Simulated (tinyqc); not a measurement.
Inside a calculation: Fermi-Dirac statistics of conduction electrons. Values are carried at full precision from step to step, so a last printed digit may differ when a step is redone from the rounded ones.

Constants: hbar^2/2m0 = 3.80998211 eV angstrom^2; kB = 8.617333262e-05 eV/K; e^2/(4 pi eps0) = 14.39964547 eV angstrom.

Values chosen for the exercise (near those of GaAs, lowest valleys alone; the results hold for these values, not for the real material):
```
symbol  value    unit    meaning
m       0.067    m0      density-of-states mass of the conduction band
T       77       K
n       1.2e+17  1/cm^3  electron density
eps     12.9             static dielectric constant
alpha   0.58     1/eV    non-parabolicity
mh      0.5      m0      heavy-hole mass
Eg      1.509    eV      gap
```

## Reduced density

N = 2 (m kB T/(4 pi c))^(3/2) with c = hbar^2/2m0, in 1/angstrom^3; times 1e24 for 1/cm^3; u = n/Nc.

kT = 0.006635 eV
Nc = 5.6590e+16 1/cm^3
u = n/Nc = 2.1205222

## Reduced Fermi level by five rules

F_j(eta) = (1/Gamma(j + 1)) integral_0^infinity x^j dx/(1 + exp(x - eta)), which tends to exp(eta) for eta << 0.

With u = n/Nc: Boltzmann eta = ln u; Joyce-Dixon eta = ln u + u/sqrt(8) - 4.95009e-3 u^2 + 1.48386e-4 u^3 - 4.42563e-6 u^4; Nilsson eta = ln u/(1 - u^2) + v/(1 + (0.24 + 1.08 v)^-2) with v = (3 sqrt(pi) u/4)^(2/3); fully degenerate limit eta = v; exact: F_1/2(eta) = u.

Find eta = (EF - Ec)/kT by each rule.

eta: Boltzmann 0.752, Joyce-Dixon 1.480, Nilsson 1.484, degenerate 1.996, exact 1.480

Against the exact value the errors are Boltzmann -0.729, Joyce-Dixon 0.000, Nilsson +0.004, degenerate limit +0.515 (in kT).

## Exact eta by Newton steps

Solve ln F_1/2(eta) = ln u from the Boltzmann value; dF_1/2/d eta = F_-1/2, so the step is -ln(F_1/2/u) F_1/2/F_-1/2. Stop below 1e-9.

Newton steps:
```
step,eta,F_1/2,F_-1/2,step taken
1,0.751662,1.33428,0.916959,0.674
2,1.425771,2.05334,1.21659,0.0543
3,1.480110,2.12010,1.24057,0.000342
4,1.480451,2.12052,1.24072,1.34e-08
5,1.480451,2.12052,1.24072,0
```

Converged in 5 steps.

## Mean energy, Einstein relation and screening

eta = 1.48045

Mean kinetic energy <E> = (3/2) kT F_3/2/F_1/2; D/mu = (kT/e) F_1/2/F_-1/2; dn/dEF = (Nc/kT) F_-1/2; screening length L = (4 pi (e^2/(4 pi eps0)) (dn/dEF)/eps)^(-1/2), with dn/dEF in 1/(angstrom^3 eV) (1/cm^3 = 1e-24/angstrom^3).

F_-1/2, F_1/2, F_3/2: 1.241  2.121  2.886

<E> = 13.55 meV
D/mu = 11.34 mV
dn/dEF = 1.058e+19 1/(cm^3 eV)
L = 82.08 angstrom

EF lies within 2 kT of the edge. D/mu is 1.709 times kT/e and <E> is 1.361 times (3/2) kT; the Debye formula, with n/kT in place of dn/dEF, would give L = 62.78 angstrom.

## Fermi level in the non-parabolic band

Non-parabolic band E (1 + alpha E) = c k^2/m: n = Nc (2/sqrt(pi)) integral_0^infinity sqrt(x (1 + a x)) (1 + 2 a x) dx/(1 + exp(x - eta)) with a = alpha kT and eta = (EF - Ec)/kT; a = 0 gives n = Nc F_1/2(eta).

Solve for eta at the same n.

a = 0.00385
eta = 1.447
EF - Ec = 9.60 meV

The extra states lower EF by 0.22 meV against the parabolic band.

## Burstein-Moss edge

Vertical transitions from the heavy-hole band reach half-empty states at the k where the conduction energy equals EF: k^2 = E (1 + alpha E) m/c with E = EF - Ec and c = hbar^2/2m0; edge = Eg + E + c k^2/mh. Gap narrowing by many-body effects is left out.

k = 0.01303 1/angstrom
hole energy = 0.0013 eV
edge = 1.5199 eV

The edge moves up by 10.9 meV, of which the valence band supplies 12 %.

## Checks

- Non-parabolic integral at a = 0 against F_1/2(2): both 2.823721.
- F_1/2(40) against the Sommerfeld form (4/(3 sqrt(pi))) eta^(3/2) (1 + pi^2/(8 eta^2)): both 190.45.

Run: tinyqc, `OMP_NUM_THREADS=1 python tinyqc.py 1680715 1680716 out.jsonl`; Intel(R) Xeon(R) Processor @ 2.30GHz, one thread, shared host; about 0.01 s of CPU time with all checks.
